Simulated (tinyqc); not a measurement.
# Threshold of a short bulk MOSFET: charge sharing, barrier lowering, narrow width: effects of single changes

n-channel device on a p-type body, depletion approximation, full ionisation. Uniform doping N = Na. Vbi from Boltzmann statistics is rough for the degenerate source. Cox = eps0 eox/tox.

Parameters, values chosen for the exercise; band and dielectric values close to those of silicon: temperature T = 250 K; band gap Eg = 1.11 eV; relative permittivity eps_r = 11.9; conduction-band density of states at T Nc = 2.16e19 cm^-3; valence-band density of states at T Nv = 2.02e19 cm^-3; relative permittivity of the gate insulator (close to silicon dioxide) eox = 3.9; insulator thickness tox = 5.5 nm; channel doping Na = 5e16 cm^-3; source and drain doping Nsd = 1e20 cm^-3; flat-band voltage for the doping Na Vfb = -0.86 V; junction depth xj = 26 nm; body-source voltage Vbs = -0.5 V; drain-source voltage Vds = 0.5 V; gate width W = 790 nm; shape factor of the fringing depletion at the width edges xw = 0.7854; channel length L = 550 nm.

Constants: q = 1.602176634e-19 C, kB = 1.380649e-23 J/K, Vt = kB T/q, eps0 = 8.8541878128e-14 F/cm where lengths are in cm. Results are converted to the units shown.

Each table varies one quantity; the others keep the values above.

## Threshold roll-off against channel length

ni = sqrt(Nc Nv) exp(-Eg/(2 Vt)), Eg in volts; 2 pB = 2 Vt ln(N/ni); flat band Vfb - Vt ln(N/Na); Wd = sqrt(2 eps0 eps_r (2 pB - Vbs)/(q N)); body term q N Wd/Cox; long-channel VT0 = flat band + 2 pB + body term; Vbi = Vt ln(N Nsd/ni^2); scale length l = sqrt((eps_r/eox) tox Wd). Charge sharing (trapezoid; it ignores Vds): F = (xj/L)(sqrt(1 + 2 Wd/xj) - 1), lowering = body term times F. Barrier lowering: th = exp(-L/(2 l)) + 2 exp(-L/l), lowering = th [2 (Vbi - 2 pB) + Vds], DIBL = th. Narrow width: rise = body term times xw Wd/W. VT by each model = VT0 - lowering + rise. DIBL under 0.001 mV/V is printed as 0.

The same in every row: N (cm^-3) = 5.000e16; VT0 (V) = 0.2304.

Threshold roll-off against channel length:
```
L (nm)	L/l	F	DIBL (mV/V)	VT, charge sharing (V)	VT, barrier lowering (V)
180	3.201	0.4242	283.3	0.1735	0.04106
260	4.623	0.2936	118.7	0.2049	0.1772
370	6.579	0.2063	40.04	0.2259	0.2423
540	9.602	0.1414	8.355	0.2415	0.2686
780	13.87	0.09788	0.9750	0.2519	0.2747
1100	19.56	0.06941	0.05657	0.2588	0.2754
1600	28.45	0.04772	0	0.2640	0.2755
2300	40.90	0.03319	0	0.2675	0.2755
3400	60.46	0.02246	0	0.2701	0.2755
```

VT by barrier lowering rises from 0.0411 to 0.275 V and VT by charge sharing rises from 0.173 to 0.270 V. DIBL is under 100 mV/V from L = 370 nm on among the rows (th = 0.1 at L/l = 4.92). For L = 180 DIBL exceeds 250 mV/V, where the barrier formula is rough.

## Effect of the junction depth

Same model as above.

The same in every row: N (cm^-3) = 5.0000e16; VT0 (V) = 0.23042; L/l = 9.7802; DIBL (mV/V) = 7.6338; VT, barrier lowering (V) = 0.26915.

Results:
```
xj (nm)	F	VT, charge sharing (V)
5	0.070359	0.25855
8.5	0.088609	0.25416
14	0.10905	0.24925
24	0.13471	0.24308
41	0.16345	0.23617
120	0.22579	0.22118
200	0.25395	0.21441
```

Estimate the missing row, xj = 70 nm.

Computed row:
```
xj (nm)	F	VT, charge sharing (V)
70	0.19431	0.22875
```

With this row back in the table: As xj goes from 5 to 200, VT0 stays at 0.230 V, DIBL stays at 7.63 mV/V, F rises from 0.0704 to 0.254 and VT by barrier lowering stays at 0.269 V. The junction depth enters only the charge-sharing model.

Computed by the program tinyqc: `OMP_NUM_THREADS=1 python tinyqc.py 2002139 2002140 out.jsonl`, one thread of a shared Intel Xeon 2.30GHz, about 0.01 s for the whole run.
